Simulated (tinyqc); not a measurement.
## Sharing a fixed EOT between the layers

Without charge in the stack, a voltage of 1 V over an EOT of 1.4 nm gives F1 = (V/EOT)(3.9/e1) and F2 = F1 e1/e2; t2 = e2 (EOT/3.9 - t1/e1).

Inputs (values chosen for the exercise):
- e1 = 7.62 (relative permittivity of layer 1)
- e2 = 9.22 (relative permittivity of layer 2)

Result of one run:
```
t1 (nm)  t2 (nm)  physical thickness (nm)  drop over layer 1 (V)  drop over layer 2 (V)
2.33     0.49050                   2.8205                0.85180                0.14820
```

What becomes of these results when the thickness of layer 1, next to the semiconductor t1 is changed from 2.33 to 1.99 nm, all else the same?

Result of the changed run:
```
t1 (nm)  t2 (nm)  physical thickness (nm)  drop over layer 1 (V)  drop over layer 2 (V)
1.99     0.90190                   2.8919                0.72750                0.27250
```

The whole series:
```
t1 (nm)  t2 (nm)  physical thickness (nm)  drop over layer 1 (V)  drop over layer 2 (V)
0         3.3097                   3.3097                      0                 1.0000
0.33      2.9105                   3.2405                0.12064                0.87936
0.66      2.5112                   3.1712                0.24128                0.75872
1         2.0998                   3.0998                0.36558                0.63442
1.33      1.7005                   3.0305                0.48622                0.51378
1.66      1.3012                   2.9612                0.60686                0.39314
1.99     0.90190                   2.8919                0.72750                0.27250
2.33     0.49050                   2.8205                0.85180                0.14820
```

Each 0.1 nm of layer 1 costs 0.121 nm of layer 2, so the physical thickness falls from 3.31 to 2.82 nm. The fields do not change, 3.66 MV/cm in layer 1 and 3.02 MV/cm in layer 2, and layer 1 takes half of the voltage at t1 = 1.37 nm.

Program tinyqc, `OMP_NUM_THREADS=1 python tinyqc.py 2010099 2010100 out.jsonl`; Intel Xeon 2.30GHz, shared host, one thread, about 0.01 s.
